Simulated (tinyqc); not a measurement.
Inputs raised by 2 %, one at a time: single-band model of a thermoelectric material. Computed by tinyqc, a small Python program. Command: `OMP_NUM_THREADS=1 python tinyqc.py 3013975 3013976 out.jsonl thermo sens`. One thread of a shared host (Intel(R) Xeon(R) Processor @ 2.30GHz), about 0.05 s of CPU time with the checks.

One spherical band, one scattering law, no minority carriers and no phonon drag. In a real material minority carriers limit |S| to about E_g/(2 e T), so larger values are formal. eta = E_F/(k_B T) is counted from the band edge; f = 1/(1 + exp(x - eta)).

Inputs (values chosen for the exercise, modelled on n-type Mg3Sb2):
```
quantity                                value        unit
density-of-states mass m                  1.1         m_0
mobility parameter mu_300                 240  cm^2/(V s)
temperature exponent p                    1.5           -
lattice thermal conductivity kappa_L     0.85     W/(m K)
carrier density n                     2.7e+20      1/cm^3
temperature T                             630           K
```

Band: parabolic. Scattering: acoustic phonons, r = -0.5.

Constants: m_0 = 9.1093837015e-31 kg; k_B = 1.380649e-23 J/K; hbar = 1.054571817e-34 J s; k_B = 8.617333262e-05 eV/K; e = 1.602176634e-19 C.

Method:
- With x = E/(k_B T), a = alpha k_B T (0 for a parabolic band), G = x (1 + a x), D = 1 + 2 a x and <y> = int y f (1 - f) dx, f = 1/(1 + exp(x - eta)): tau = tau_0 G^r/D; transport function s = G^(3/2 + r)/D^2; n = N_0 <G^(3/2)> with N_0 = (2 m k_B T)^(3/2)/(3 pi^2 hbar^3).
- Integrals over x = E/(k_B T) use 160 Gauss-Legendre points in u = sqrt(x) from 0 to sqrt(max(eta, 0) + 32).
- Solve for eta.
- sigma = e mu_0 N_0 <s> with mu_0 = e tau_0/m = mu_300 (T/300 K)^(-p); |S| = (k_B/e)(<x s>/<s> - eta); Lorenz number L = (k_B/e)^2 (<x^2 s>/<s> - (<x s>/<s>)^2); kappa_e = L sigma T; zT = S^2 sigma T/(kappa_L + kappa_e).
- Hall factor r_H = <G^(3/2)> <G^(3/2 + 2r)/D^4>/<s>^2; drift mobility sigma/(n e) with n = N_0 <G^(3/2)>; power factor S^2 sigma.
- Quality factor B = (k_B/e)^2 e mu_0 N_0 T/kappa_L; zT and the power factor are maximised over eta between -8 and 30.

Runs:
```
input moved                                        from         to  Seebeck coefficient |S| (microvolt/K)       zT  largest zT  Lorenz number L (1e-8 V^2/K^2)
base run                                              -          -                                 107.44  0.44610      1.1329                          1.8778
density-of-states mass m (m_0)                      1.1      1.122                                 109.22  0.46322      1.1569                          1.8699
mobility parameter mu_300 (cm^2/(V s))              240      244.8                                 107.44  0.44851      1.1489                          1.8778
lattice thermal conductivity kappa_L (W/(m K))     0.85      0.867                                 107.44  0.44367      1.1171                          1.8778
carrier density n (1/cm^3)                      2.7e+20  2.754e+20                                 106.26  0.43733      1.1329                          1.8831
temperature T (K)                                   630      642.6                                 109.22  0.46196      1.1489                          1.8699
temperature exponent p                              1.5       1.53                                 107.44  0.44336      1.1151                          1.8778
```

Exponents ln(y'/y) / ln(x'/x):
```
input                                 Seebeck coefficient |S|      zT  largest zT  Lorenz number L
density-of-states mass m                                0.831   1.902       1.062           -0.214
mobility parameter mu_300                               0.000   0.272       0.708            0.000
lattice thermal conductivity kappa_L                    0.000  -0.276      -0.710            0.000
carrier density n                                      -0.557  -1.003       0.000            0.143
temperature T                                           0.831   1.764       0.708           -0.214
temperature exponent p                                  0.000  -0.311      -0.799            0.000
```

Among the inputs moved here: Seebeck coefficient |S| answers most in size to density-of-states mass m (exponent +0.831), and about equally to temperature T (+0.831); its exponent is below 0.0005 for mobility parameter mu_300, lattice thermal conductivity kappa_L, temperature exponent p. zT answers most in size to density-of-states mass m (exponent +1.902), next to temperature T (+1.764). Largest zT answers most in size to density-of-states mass m (exponent +1.062), next to temperature exponent p (-0.799); its exponent is below 0.0005 for carrier density n. Lorenz number L answers most in size to density-of-states mass m (exponent -0.214), and about equally to temperature T (-0.214); its exponent is below 0.0005 for mobility parameter mu_300, lattice thermal conductivity kappa_L, temperature exponent p.

Extremes, crossings and ranges named in words are read from the listed rows.
